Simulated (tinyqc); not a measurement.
Floating body of a partially depleted SOI transistor: body voltage and kink: one step of the calculation.

Source at 0 V. Channel current Ic = 2 nf K Vt^2 [F(0) - F(Vd)](1 + la Vd), F(V) = ln^2(1 + exp((Vg - VT - nf V)/(2 nf Vt))), VT = VT0 - gb Vb. Saturation voltage Vs = 2 Vt sqrt(F(0)) + 3 Vt, excess Ve = (Vd - Vs + sqrt((Vd - Vs)^2 + 0.0004 V^2))/2, multiplication M1 = Ai Ve exp(-Bl/Ve). Each junction passes D(v) = J1 (exp(v/Vt) - 1) + J2 (exp(v/(2 Vt)) - 1). Bipolar current Ib = bb J1 (exp(Vb/Vt) - 1). The body settles where M1 (Ic + Ib) = D(Vb) + D(Vb - Vd) + Vb/Rb; drain current Id = (1 + M1)(Ic + Ib) - D(Vb - Vd).

Task. New Vb. Current into the body I_in = M1 (Ic + Ib) - D(Vb - Vd), current out I_out = D(Vb) + Vb/Rb; f = ln(I_in/I_out), s = df/dVb by central differences over 1e-5 V, Vb(new) = Vb - f/s.

Inputs (values chosen for the exercise); values of the order met in partially depleted silicon-on-insulator transistors:
- T = 300 K (temperature)
- VT0 = 0.5 V (threshold at zero body voltage)
- gb = 0.32 (fall of the threshold per volt of body voltage)
- nf = 1.34 (slope factor)
- K = 540 uA/(V^2 um) (gain factor per width)
- la = 0.08 1/V (channel-length modulation factor)
- Ai = 3.99 1/V (impact-ionisation prefactor)
- Bl = 7 V (impact-ionisation voltage)
- J1 = 6.1e-13 uA/um (diffusion saturation current of each junction)
- J2 = 3.2e-9 uA/um (recombination saturation current of each junction)
- bb = 3 (gain of the lateral bipolar transistor on the diffusion current)
- Rb = 1e9 kohm um (resistance of a weak body tie to the source (1e9 stands for no tie, and the term is then dropped))
- Vg = 0.87 V (gate voltage)
- Vd = 1.6 V (drain voltage)

Constants: q = 1.602176634e-19 C, kB = 1.380649e-23 J/K, Vt = kB T/q. Results are converted to the units shown.

Vb after iteration 1 = 0.70496469 V

Find: Ic; Ve; M1; I_in; I_out; f; s; Vb after iteration 2.

Result.

Ic = 80.63 uA/um
Ve = 1.078 V
M1 = 0.006511
I_in = 0.5333 uA/um
I_out = 0.4275 uA/um
f = 0.2211
s = -38.56 1/V
Vb after iteration 2 = 0.7107 V

Range of the model: The multiplication law is an empirical form chosen for the exercise; self-heating and capacitive coupling to the body are left out, and the linear laws are rough once Vb passes about 0.7 V or M1 about 0.1.

Numbers from tinyqc (`OMP_NUM_THREADS=1 python tinyqc.py 2182073 2182074 out.jsonl`; about 0.2 s on one thread of a shared Intel Xeon 2.30GHz).
